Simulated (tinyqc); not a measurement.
Inside a calculation. Model: growth of a silicide layer between metal and silicon: linear-parabolic kinetics, ramp anneals and Kissinger analysis. Computed by tinyqc, a small Python program that keeps every step. Command: `OMP_NUM_THREADS=1 python tinyqc.py 3009356 3009357 out.jsonl silicide walk`. One thread of a shared host (Intel(R) Xeon(R) Processor @ 2.30GHz), about 0.2 s of CPU time with the checks. Intermediate numbers are printed to about 6 digits and carried at full precision; extremes and crossings named in words are read from the listed rows.

One compound layer of thickness x grows by diffusion through itself and reaction at an interface, dx/dt = 1/(2x/K + 1/v), until the metal is used up at x = a h.

Inputs (values chosen for the exercise, modelled on CoSi2):
```
quantity                                  value          unit
metal thickness h                            58            nm
silicide formed per metal thickness a      3.52             -
silicon consumed per metal thickness b     3.64             -
prefactor of the parabolic constant K   2.1e+13        nm^2/s
activation energy E of K                   2.27            eV
prefactor of the interface velocity v   9.4e+14          nm/s
activation energy E_v                       2.5            eV
temperature T                               600             C
time t                                        6             s
ramp rate beta                                3           C/s
silicide resistivity                         18  micro-ohm cm
junction depth x_j                           62            nm
```

Constants: k_B = 8.617333262e-05 eV/K.

## Final thickness

The silicide ends at the thickness a h.

final thickness = 204.16 nm

## Geometry at full reaction

Silicon consumed b h, sheet resistance rho/(final thickness) with 1 micro-ohm cm/nm = 10 ohm; margin to the junction x_j - b h.

silicon consumed = 211.12 nm

sheet resistance = 0.881661 ohm/square

margin to the junction = -149.12 nm

The silicide would punch through the junction.

## Isothermal growth

K = K0 exp(-E/(k_B T)), v = v0 exp(-E_v/(k_B T)). Temperatures in kelvin are T(C) + 273.15. x^2/K + x/v = t, so x = (K/(2v)) [sqrt(1 + 4 v^2 t/K) - 1], capped at a h; completion time t_c = (a h)^2/K + a h/v, a h being the final thickness; crossover thickness K/v.

K = 1.65918 nm^2/s

v = 3.49344 nm/s

crossover thickness = 0.474941 nm

thickness at time t = 2.92662 nm

completion time = 25180.1 s

1 % has reacted. Diffusion makes up 100 % of the completion time. Caution: a disilicide really forms through metal-rich phases and by nucleation, not as one layer from the metal.

## Ramp anneal

Ramp from x = 0 at 100 C at the rate beta: dx/dT = (1/beta)/(2x/K + 1/v), integrated adaptively (tolerance 1e-9) until x = a h at T_f.

completion temperature T_f = 883.047 C

## Kissinger analysis

Plot ln(beta/T_f^2) against 1/(k_B T_f), T_f in kelvin; minus the least-squares slope estimates the activation energy.

Ramps:
```
beta (C/s)  T_f (C)  1/(k_B T_f) (1/eV)  ln(beta/T_f^2)
0.03         700.46             11.9190        -17.2686
0.1          742.58             11.4248        -16.1493
0.3          784.20             10.9751        -15.1310
1            833.76             10.4837        -14.0186
3            883.05             10.0368        -13.0072
10           942.15              9.5487        -11.9029
30          1001.37              9.1050        -10.8994
```

Kissinger energy = 2.26338 eV

A thousandfold faster ramp raises the completion temperature by only 301 C. The fit gives 2.263 eV, against E = 2.27 eV for diffusion and E_v = 2.5 eV for the interface: diffusion controls. Caution: nucleation and competing phases are left out; disilicides such as CoSi2 and the low-resistance form of TiSi2 start by nucleation and follow this law at best in part.

Checks made by the program: isothermal closed form against integration (relative difference below 1e-10).
